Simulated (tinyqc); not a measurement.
What each parameter does: configuration-coordinate model of carrier capture at a defect.

Two parabolas of equal curvature k in one coordinate Q: with the carrier free at the band edge, U_f = k Q^2/2; with the carrier trapped, U_t = k (Q - dQ)^2/2 - ET. ER = k dQ^2/2, Huang-Rhys factor S = ER/hw, hw = 0.0646541 sqrt(k/M) eV for k in eV/angstrom^2 and M in u. The curves cross at a height Eb = (ER - ET)^2/(4 ER) above the free minimum.

Multiphonon factor for giving p = ET/hw phonons to the lattice: W = exp(-S (2 nb + 1)) ((nb + 1)/nb)^(p/2) I_p(x), nb = 1/(exp(hw/kT) - 1), x = 2 S sqrt(nb (nb + 1)), I_p the modified Bessel function. Classical limit: W = hw exp(-Eb/kT)/sqrt(4 pi ER kT). At T = 0: exp(-S) S^p/Gamma(p + 1).

Constants: kB = 8.617333262e-05 eV/K.

Inputs chosen for the exercise (of the size met at a DX centre in AlGaAs; not measured data):
- ET = 0.13 eV (thermal depth of the level below the band edge)
- ER = 0.78 eV (relaxation energy)
- hw = 0.012 eV (phonon energy of the mode)
- T = 77 K (temperature)

Eb, log10 W and the full width 2.35482 sqrt(ER hw coth(hw/2kT)).

One parameter was then changed.

Results before and after:

| case | Eb (eV) | log10 W | full width (eV) |
|---|---|---|---|
| base | 0.1354 | -9.410 | 0.2688 |
| changed | 0.1193 | -8.388 | 0.2688 |

Which of these changes was made? (a) ET = 0.17 eV; (b) T = 107 K; (c) ER = 0.83 eV; (d) hw = 0.0144 eV.
Answer: (a) ET = 0.17 eV. Of the candidates, run in turn, only this one gives the changed row.

All candidates:

| case | Eb (eV) | log10 W | full width (eV) |
|---|---|---|---|
| base | 0.1354 | -9.410 | 0.2688 |
| ET = 0.17 eV | 0.1193 | -8.388 | 0.2688 |
| ER = 0.83 eV | 0.1476 | -10.165 | 0.2773 |
| hw = 0.0144 eV | 0.1354 | -9.026 | 0.2799 |
| T = 107 K | 0.1354 | -7.470 | 0.3012 |

Computed by tinyqc, a small Python program: `OMP_NUM_THREADS=1 python tinyqc.py 1450298 1450299 out.jsonl` (the numbers bound the seed that draws the inputs); one thread of a shared host (Intel(R) Xeon(R) Processor @ 2.30GHz), about 0.01 s for the whole set of steps.
